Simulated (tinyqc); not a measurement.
# Space-charge-limited current with shallow traps: two studies

One carrier type, drift only, an injecting contact at x = 0 (zero field) and thickness L. The share th = y/(1 + y), y = (Nc/Nt) exp(-Et/kB T), of the injected charge is free: J = q mu n F, eps0 eps_r dF/dx = q (n - n0)/th.

Inputs (values chosen for the exercise): temperature T = 300 K; relative permittivity eps_r = 11.1; mobility mu = 6 cm^2/(V s); thickness L = 600 nm; band density of states Nc = 2e20 cm^-3; trap density Nt = 1.4e17 cm^-3; trap depth Et = 0.47 eV; free carrier density in equilibrium n0 = 9.9e9 cm^-3; voltage V = 7.4 V.

Constants: q = 1.602176634e-19 C, kB = 1.380649e-23 J/K, Vt = kB T/q, eps0 = 8.8541878128e-14 F/cm where lengths are in cm. Results are converted to the units shown.

Each table varies one quantity; the others keep the values above.

## From ohmic to space-charge-limited current

Ohmic J = q n0 mu V/L; Mott-Gurney J = (9/8) th eps0 eps_r mu V^2/L^3; they cross at Vx = 8 q n0 L^2/(9 th eps0 eps_r); traps fill at V_TFL = q Nt L^2/(2 eps0 eps_r). Exact: with u = n0/n(L), w = -u - ln(1 - u) and v = -u - u^2/2 - ln(1 - u), V = (q n0 L^2/(th eps0 eps_r)) v/w^2 and J = q^2 n0^2 mu L/(th eps0 eps_r w).

From ohmic to space-charge-limited current:
```
V (V),J (A/cm^2),ohmic (A/cm^2),Mott-Gurney (A/cm^2),d ln J/d ln V
0.024,3.961e-6,3.807e-6,3.214e-7,1.042
0.045,7.725e-6,7.138e-6,1.130e-6,1.089
0.086,1.612e-5,1.364e-5,4.126e-6,1.194
0.16,3.551e-5,2.538e-5,1.428e-5,1.357
0.31,9.301e-5,4.917e-5,5.362e-5,1.554
0.58,2.594e-4,9.200e-5,1.877e-4,1.714
1.1,8.087e-4,1.745e-4,6.751e-4,1.831
2.1,0.002713,3.331e-4,0.002460,1.906
4,0.009405,6.345e-4,0.008927,1.949
7.5,0.03228,0.001190,0.03138,1.972
14,0.1110,0.002221,0.1094,1.985
```

What does the comparison show?

The local exponent rises from 1.04 to 1.98, passing from ohmic towards the square law around Vx = 0.284 V. In the last row J is 1.5 % above the Mott-Gurney value. For V = 0.024, 0.045, 0.086, 0.16, 0.31, 0.58, 1.1, 2.1 the voltage is under 100 kB T/q, where diffusion would add more than a third of the Mott-Gurney current.

## Effect of the thickness

Same model as above.

Results:
```
L (nm),J (A/cm^2),ohmic (A/cm^2),Mott-Gurney (A/cm^2),d ln J/d ln V
200,0.8275,0.003521,0.8249,1.997
290,0.2724,0.002428,0.2706,1.993
430,0.08423,0.001638,0.08300,1.985
960,0.008014,7.336e-4,0.007459,1.930
1400,0.002789,5.030e-4,0.002405,1.860
2100,9.736e-4,3.354e-4,7.126e-4,1.723
```

Estimate the missing row, L = 650 nm.

Computed row:
```
L (nm),J (A/cm^2),ohmic (A/cm^2),Mott-Gurney (A/cm^2),d ln J/d ln V
650,0.02485,0.001083,0.02403,1.967
```

With this row back in the table: J falls from 0.828 to 9.74e-4 A/cm^2, as L^(-2.99) between the first two rows and L^(-2.60) between the last two (space charge -3, ohmic -1). The thickness law marks a bulk-limited current; an electrode-limited one depends on V/L alone. For L = 200, 290 V exceeds half of V_TFL, which goes as L^2, so trap filling, left out here, would raise the current.

Range of the model: Diffusion and a field-dependent mobility are left out. With injecting contacts the diffusion current, about 4 pi^2 Vt th eps0 eps_r mu V/L^3, equals the Mott-Gurney current at V = 35 kB T/q (0.9 V at 300 K), so the drift-only result needs V well above that.

Numbers from tinyqc (`OMP_NUM_THREADS=1 python tinyqc.py 2370156 2370157 out.jsonl`; about 0.01 s on one thread of a shared Intel Xeon 2.30GHz).
